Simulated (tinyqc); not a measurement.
Pinning of the barrier by interface states.

Cowley-Sze model with the space charge neglected: phiB = S (phiM - chi) + (1 - S)(Eg - phi0), S = 1/(1 + q Dit dl/(eps0 ei)), dl in cm.

Inputs (values chosen for the exercise); band and dielectric values those of a made-up semiconductor: band gap Eg = 1.19 eV; electron affinity chi = 3.43 eV; thickness of the interfacial layer dl = 0.3 nm; relative permittivity of the interfacial layer ei = 1; neutral level above the valence band phi0 = 0.4 eV; metal work function phiM = 3.99 eV.

Constants: q = 1.602176634e-19 C, eps0 = 8.8541878128e-14 F/cm where lengths are in cm. Results are converted to the units shown.

Pinning of the barrier by interface states:

| Dit (cm^-2 eV^-1) | S | phiB (eV) | change of phiB for 0.5 eV more work function (eV) |
|---|---|---|---|
| 1e11 | 0.99460 | 0.56124 | 0.49730 |
| 3e11 | 0.98398 | 0.56369 | 0.49199 |
| 1e12 | 0.94851 | 0.57184 | 0.47425 |
| 3e12 | 0.85995 | 0.59221 | 0.42998 |
| 1e13 | 0.64815 | 0.64093 | 0.32407 |
| 3e13 | 0.38044 | 0.70250 | 0.19022 |
| 1e14 | 0.15556 | 0.75422 | 0.077778 |
| 3e14 | 0.057852 | 0.77669 | 0.028926 |
| 1e15 | 0.018088 | 0.78584 | 0.0090440 |

S falls from 0.995 to 0.0181, passing 1/2 at Dit = eps0 ei/(q dl) = 1.84e13 cm^-2 eV^-1. The barrier rises from 0.561 to 0.786 eV, from near the Schottky-Mott value phiM - chi = 0.560 eV towards the pinned value Eg - phi0 = 0.790 eV.

tinyqc, about 0.07 s, one thread, Intel Xeon 2.30GHz (shared host): `OMP_NUM_THREADS=1 python tinyqc.py 2020059 2020060 out.jsonl`
